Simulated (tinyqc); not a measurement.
Current gain against temperature: heavy doping: gap narrowing, degeneracy and the minority density.

F_j(eta) = (1/Gamma(j + 1)) integral_0^infinity x^j dx/(1 + exp(x - eta)), which tends to exp(eta) for eta << 0.

Empirical narrowing (Slotboom form, constants chosen for the exercise; published fits of this form give the apparent narrowing, here it is taken as the true one): dEg = E0 [ln(N/N0) + sqrt(ln(N/N0)^2 + C)].

Majority: N = Nc F_1/2(eta), eta the distance of EF beyond the majority band edge in kT. Degeneracy factor gam = F_1/2(eta)/exp(eta). ni0^2 = Nc Nv exp(-Eg/kT); product n p = ni0^2 gam exp(dEg/kT), dEg the true narrowing; apparent narrowing dEa = dEg + kT ln gam; minority density = n p/N.

Bipolar transistor with N as emitter doping: beta = K (N/NB) exp((dEa_B + dG - dEa_E)/kT), dEa_E = dEg(N) + kT ln gam, dEa_B = dEg(NB). For the sweep in T, Nc is scaled as (T/T0)^(3/2) from its value at T0 = T.

Constants: kB = 8.617333262e-05 eV/K.

Inputs chosen for the exercise (gap and densities of states near those of Ge at this temperature; narrowing constants of the size fitted for Si, not for this material; shifted at random, so the results belong to these values and not to a real crystal): Eg = 0.601 eV (gap); Nc = 1.9e+19 1/cm^3 (conduction-band density of states); Nv = 9.23e+18 1/cm^3 (valence-band density of states); T = 450 K; E0 = 8.94 meV (narrowing scale); N0 = 1.6e+17 1/cm^3 (onset density); C = 0.5 (smoothing constant); N = 7e+17 1/cm^3 (ionised donors, equal to the majority density); NB = 3e+17 1/cm^3 (base doping); K = 4.5 (ratio (D_B W_E)/(D_E W_B)); dG = 120 meV (extra narrowing of the base by alloying).

Gain:

| T (K) | beta | beta with dG = 0 | without narrowing |
|---|---|---|---|
| 150 | 4.17e+04 | 3.88 | 10.5 |
| 250 | 1.50e+03 | 5.72 | 10.5 |
| 300 | 655 | 6.32 | 10.5 |
| 350 | 363 | 6.78 | 10.5 |
| 400 | 233 | 7.16 | 10.5 |
| 450 | 165 | 7.46 | 10.5 |

Give the missing row, T (K) = 200.

Computed row:
```
T (K)      beta  beta with dG = 0  without narrowing
200    5.22e+03              4.94               10.5
```

dEa_B + dG - dEa_E at T0 = 106.8 meV

beta is 4.17e+04 at 150 K and 165 at 450 K, since the net exponent is positive: the gap is narrower in the base. At 300 K narrowing and degeneracy change the gain by a factor 0.602 and alloying the base by 104.

Program tinyqc; command `OMP_NUM_THREADS=1 python tinyqc.py 1681990 1681991 out.jsonl`; about 0.01 s on one thread of a shared Intel(R) Xeon(R) Processor @ 2.30GHz.
